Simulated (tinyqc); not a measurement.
Lattice vibrations of a chain, step by step. One step of it, computed by the program tinyqc.

Problem. Frequencies. omega^2 are the eigenvalues; wavenumber = 521.4708 sqrt(eigenvalue) 1/cm.

D(q) (eV/(angstrom^2 u)):
```
                     1          2          3                    4
1             1.467742  -1.760682   0.000000  -0.015392+0.244642i
2            -1.760682   6.837500  -3.411855             0.000000
3             0.000000  -3.411855   5.031250            -0.624940
4  -0.015392-0.244642i   0.000000  -0.624940             0.332226
```

Give: eigenvalues; wavenumbers; weights |e|^2 of the mass-weighted modes.

Solution.

eigenvalues: 0.0744  0.7680  3.1071  9.7192

wavenumbers (1/cm): 142.2  457.0  919.2  1625.7

weights |e|^2 of the mass-weighted modes:
```
        mode 1  mode 2  mode 3  mode 4
atom 1  0.1479  0.5903  0.2330  0.0288
atom 2  0.0463  0.1260  0.1978  0.6300
atom 3  0.0603  0.0595  0.5404  0.3397
atom 4  0.7455  0.2242  0.0288  0.0015
```
